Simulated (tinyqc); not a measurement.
# Worked calculation: semiconductor laser, carrier and photon rate equations

Numbers from tinyqc (`OMP_NUM_THREADS=1 python tinyqc.py 2840103 2840104 out.jsonl`; about 0.01 s on one thread of a shared Intel Xeon 2.30GHz). Printed values are rounded.

Carrier density N and photon density S in one mode: dN/dt = F1 = eta I/(q V) - (A N + B N^2 + C N^3) - vg g S; dS/dt = F2 = G vg g S + G be B N^2 - S/tp, with g = g0 ln(N/Ntr)/(1 + ec S). Output power P = Fo Eph S V/(G tp). No heating, no carrier transport.

Parameters, values chosen for the exercise: active volume V = 9.6e-12 cm^3; confinement factor G = 0.038; group velocity vg = 8.2e9 cm/s; gain coefficient g0 = 2000 1/cm; transparency density Ntr = 2.4e18 cm^-3; gain compression ec = 1.2e-17 cm^3; photon lifetime tp = 1.7 ps; defect recombination coefficient A = 9.3e7 1/s; radiative coefficient B = 8.7e-11 cm^3/s; Auger coefficient C = 9.9e-30 cm^6/s; share of spontaneous emission into the mode be = 4.2e-5; injection efficiency eta = 0.93; share of cavity losses that is output Fo = 0.46; photon energy Eph = 1.46 eV; drive current I = 41 mA; time step dt = 3 ps.

Constants: q = 1.602176634e-19 C. Results are converted to the units shown.

## Threshold

gth = 1/(G vg tp), Nth = Ntr exp(gth/g0), Ith = q V (A Nth + B Nth^2 + C Nth^3)/eta. Above it S is near G tp eta (I - Ith)/(q V). Carrier lifetime at threshold Nth/(A Nth + B Nth^2 + C Nth^3).

gth = 1887.79 1/cm
Nth = 6.16793e18 cm^-3
Ith = 10.2645 mA
estimate of S = 1.20053e15 cm^-3
carrier lifetime = 0.993799 ns

## Iteration 1: steady state by Newton steps

(N, S) at the start (Nth and the estimate of S): N (1e18 cm^-3) 6.168, S (1e15 cm^-3) 1.2

Jacobian, with a = g0/(N (1 + ec S)) and d = g/(1 + ec S): J11 = -(A + 2 B N + 3 C N^2) - vg a S, J12 = -vg d, J21 = G vg a S + 2 G be B N, J22 = G vg d - 1/tp. Solve J d = -F and add d to (N, S).

F1, F2 (1e27 cm^-3/s): 0.271550  -0.0100070

J (1/ns):
```
	N	S
F1	-5.44151	-15043.7
F2	0.119526	-16.5755
```

(N, S) after iteration 1: N (1e18 cm^-3) 6.25011, S (1e15 cm^-3) 1.18835

## Iteration 2: steady state by Newton steps

As before.

F1, F2 (1e27 cm^-3/s): 0.00235639  -1.58967e-4

J (1/ns):
```
	N	S
F1	-5.41505	-15258.6
F2	0.116827	-8.40682
```

(N, S) after iteration 2: N (1e18 cm^-3) 6.25144, S (1e15 cm^-3) 1.18803

## Course of the iteration: steady state by Newton steps

Stop when the largest change of (N, S) is below 1e-9, or after 40 iterations. N is counted in 1e18 and S in 1e15 cm^-3, and S must be positive.

Course of the iteration:
```
iteration	S (1e15 cm^-3)	largest |change| of one entry
1	1.18835	0.0821
2	1.18803	1.34e-3
3	1.18803	4.97e-7
4	1.18803	6.13e-14
```

Converged in 4 iterations. The change falls from 0.082 in the first iteration to below the tolerance in the last.

## Power, relaxation frequency, damping and bandwidth

N = 6.25145e18 cm^-3
S = 1.18803e15 cm^-3

Jacobian, with a = g0/(N (1 + ec S)) and d = g/(1 + ec S): J11 = -(A + 2 B N + 3 C N^2) - vg a S, J12 = -vg d, J21 = G vg a S + 2 G be B N, J22 = G vg d - 1/tp. wR^2 = det J, gamma = -trace J, fR = wR/(2 pi); the response wR^2/(wR^2 - w^2 + i gamma w) falls to 1/sqrt(2) at w^2 = x + sqrt(x^2 + wR^4), x = wR^2 - gamma^2/2 (f3dB = w/(2 pi)).

P = 18.9971 mW
fR = 6.80276 GHz
gamma = 13.6870 1/ns
f3dB = 10.3776 GHz

f3dB is 1.53 times fR (1.55 without damping). gamma/wR = 0.32: the response has a resonance peak.

## One Runge-Kutta step of a transient

(N, S) at the start: N (1e18 cm^-3) 6.376, S (1e15 cm^-3) 0.594

y = (N, S), k1 = F(y), k2 = F(y + dt k1/2), k3 = F(y + dt k2/2), k4 = F(y + dt k3), y(new) = y + dt (k1 + 2 k2 + 2 k3 + k4)/6.

slopes per ps, N in 1e18 and S in 1e15 cm^-3:
```
	dN/dt	dS/dt
k1	0.00864366	0.00972735
k2	0.00836177	0.0106671
k3	0.00834115	0.0106606
k4	0.00803822	0.0116233
```

(N, S) after the step: N (1e18 cm^-3) 6.40104, S (1e15 cm^-3) 0.626003
